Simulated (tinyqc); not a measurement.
Free and nearly free electrons in a metal: sweeps and comparisons. A value that a table varies takes the place of the one given here.

The cubic cell holds 2 atoms: n = 2 z/a^3, kF = (3 pi^2 n)^(1/3), EF = c kF^2/m, vF = 2 c kF/(m hbar), c = hbar^2/2m0; rs = (3/(4 pi n))^(1/3)/a0; D(EF) = 3 n/(2 EF).

Square wire of width w with grain size w: rho/rho0 = 1/(1 - 3 al/2 + 3 al^2 - 3 al^3 ln(1 + 1/al)) + (3/4) (1 - p) l/w, with al = (l/w) Rg/(1 - Rg) (Mayadas-Shatzkes plus the thick-wire form of Fuchs-Sondheimer); l = hbar kF/(n e^2 rho), e = 1.602176634e-19 C.

Constants: hbar^2/2m0 = 3.80998211 eV angstrom^2; hbar = 6.58211957e-16 eV s; a0 (Bohr radius) = 0.5291772105 angstrom.

Values chosen for the exercise (near those of W, whose d bands this model ignores; not measured data):
- a = 3.147 angstrom (bcc lattice constant)
- z = 2 (free electrons an atom)
- m = 1.26 m0 (mass)
- rho = 5.49 micro-ohm cm (bulk resistivity)
- p = 0.5 (specularity of the surfaces)
- Rg = 0.17 (reflection at grain boundaries)
- w = 20 nm (wire width)

## Resistivity of narrow wires

Wires:

| w (nm) | al | grain term (factor - 1) | surface term | rho (micro-ohm cm) |
|---|---|---|---|---|
| 200 | 0.009 | 0.014 | 0.017 | 5.66 |
| 100 | 0.019 | 0.028 | 0.034 | 5.83 |
| 50 | 0.037 | 0.055 | 0.068 | 6.17 |
| 30 | 0.062 | 0.091 | 0.114 | 6.62 |
| 20 | 0.093 | 0.136 | 0.171 | 7.17 |
| 14 | 0.133 | 0.193 | 0.244 | 7.89 |
| 10 | 0.186 | 0.268 | 0.341 | 8.83 |
| 7 | 0.266 | 0.379 | 0.487 | 10.25 |

l = 9.10 nm

At 7 nm the resistivity is 1.87 times the bulk value; surfaces add more (0.38 from grains, 0.49 from surfaces). The surface formula is meant for w above l = 9 nm, so the rows below that are rough.

## What sets the wire resistivity

All results formed anew. Each row changes one parameter from the base and keeps the others.

Results:

| case | EF (eV) | l (nm) | wire rho (micro-ohm cm) |
|---|---|---|---|
| base | 7.363 | 9.10 | 7.173 |
| a = 3.241 angstrom | 6.942 | 9.65 | 7.274 |
| m = 1.512 m0 | 6.136 | 9.10 | 7.173 |
| rho = 6.588 micro-ohm cm | 7.363 | 7.58 | 8.274 |
| p = 0.8 | 7.363 | 9.10 | 6.611 |
| Rg = 0.119 | 7.363 | 9.10 | 6.922 |
| w = 14 nm | 7.363 | 9.10 | 7.887 |

The largest shifts from the base row, up to three for each result and ties (the steps differ in size, so this ranks the rows, not the parameters). EF (eV): m -1.227, a -0.421; unchanged at the printed digits by rho, p, Rg and w. l (nm): rho -1.52, a +0.55; unchanged at the printed digits by m, p, Rg and w. wire rho (micro-ohm cm): rho +1.100, w +0.714, p -0.562; unchanged at the printed digits by m. The mass drops out of l at given rho, because vF falls and tau rises by the same factor.

Computed by tinyqc, a small Python program: `OMP_NUM_THREADS=1 python tinyqc.py 1651211 1651212 out.jsonl` (the numbers bound the seed that draws the inputs); one thread of a shared host (Intel(R) Xeon(R) Processor @ 2.30GHz), about 0.01 s for the whole set of steps.
